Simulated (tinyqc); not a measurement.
Barrier width: Kronig-Penney superlattice by transfer matrices.

Wells (width a, potential 0, mass mw) alternate with barriers (width b, height V0, mass mb); period d = a + b; c = hbar^2/2m0. The vector (psi, psi'/m) is continuous, and a layer of thickness t carries it by M = [[cos kt, (m/k) sin kt], [-(k/m) sin kt, cos kt]] with k = sqrt(m (E - V)/c); for E < V, k = i kappa gives [[cosh, (m/kappa) sinh], [(kappa/m) sinh, cosh]] of kappa t. A Bloch state obeys cos(q d) = tr(Mb Mw)/2.

Constants: hbar^2/2m0 = 3.80998211 eV angstrom^2.

Inputs chosen for the exercise (near those of an InGaAs superlattice with barriers of InAlAs; shifted at random, so the results belong to these values and not to a real crystal):
```
symbol  value                             unit      meaning
a       71                                angstrom  well width
V0      0.537                             eV        barrier height
mw      0.041                             m0        mass in the wells
mb      0.0761                            m0        mass in the barriers
bs      (12, 18, 24, 31.2, 38.4, 48, 60)  angstrom  barrier widths
```

First miniband against b. m_z = -2 c f'/d^2 with f = tr M/2 at the bottom of the band. E1 is the level of the single well, kappa1 its decay constant in the barrier.

First miniband:
```
b (angstrom),bottom (eV),top (eV),W (meV),ln W,m_z (m0)
12.0,0.0543,0.1120,57.71,4.055,0.0575
18.0,0.0657,0.0982,32.44,3.479,0.0768
24.0,0.0723,0.0906,18.26,2.905,0.109
38.4,0.0789,0.0835,4.615,1.529,0.290
48.0,0.0802,0.0821,1.846,0.613,0.596
60.0,0.0809,0.0814,0.5874,-0.532,1.52
```

Give the missing row, b (angstrom) = 31.2.

Computed row:
```
b (angstrom)  bottom (eV)  top (eV)  W (meV)   ln W  m_z (m0)
31.2               0.0767    0.0858    9.177  2.217     0.174
```

E1 = 0.0812 eV
kappa1 = 0.0954 1/angstrom

W falls from 57.7 to 0.59 meV, and both edges close in on E1. The slope of ln W is -0.0960 per angstrom over the first two rows and -0.0954 over the last two, against -kappa1 = -0.0954: the width follows one power of the tunnelling amplitude once the wells couple weakly. m_z grows by a factor 26.5.

tinyqc: `OMP_NUM_THREADS=1 python tinyqc.py 1282596 1282597 out.jsonl`; about 0.09 s, one thread, shared Intel(R) Xeon(R) Processor @ 2.30GHz.
